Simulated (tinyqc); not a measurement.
A ladder of methods, and size consistency: correlation methods against full CI in the 6-31g basis, for H4, spin multiplicity 1. Computed by the program tinyqc with PySCF. All electrons correlated; +Q is the Davidson correction (1 - c0^2) E_corr. The last columns treat two copies 100 angstrom apart as one system. FCI is the lowest singlet.

Geometry (angstrom):
```
atom       x       y       z
H     0.0000  0.0000  0.0000
H     0.0000  0.0000  0.8620
H     0.0000  1.4030  0.0000
H     0.0000  1.4030  0.8620
```

RHF energy of one = -2.143864 hartree

Correlation energies (hartree):
```
method   E_corr of one  share of FCI (%)  E_corr of two at 100 angstrom  two minus twice one (mhartree)
MP2          -0.042060           67.7207                      -0.084120                          0.0000
CISD         -0.060777           97.8573                      -0.116822                          4.7326
CISD+Q       -0.063363          102.0215                      -0.125502                          1.2245
CCSD         -0.062035           99.8822                      -0.124069                          0.0000
CCSD(T)      -0.062081           99.9563                      -0.124161                          0.0000
FCI          -0.062108          100.0000                              -                               -
```

What does the comparison show, and why?

MP2 recovers 68 %, CISD 97.9 % and CCSD 99.9 % of the FCI value (c0^2 = 0.957 in CISD). MP2 and coupled cluster are size consistent, so their last column vanishes; CISD loses 4.73 mhartree, since a double excitation on each copy is a quadruple of the pair, and the Davidson correction leaves +1.22.
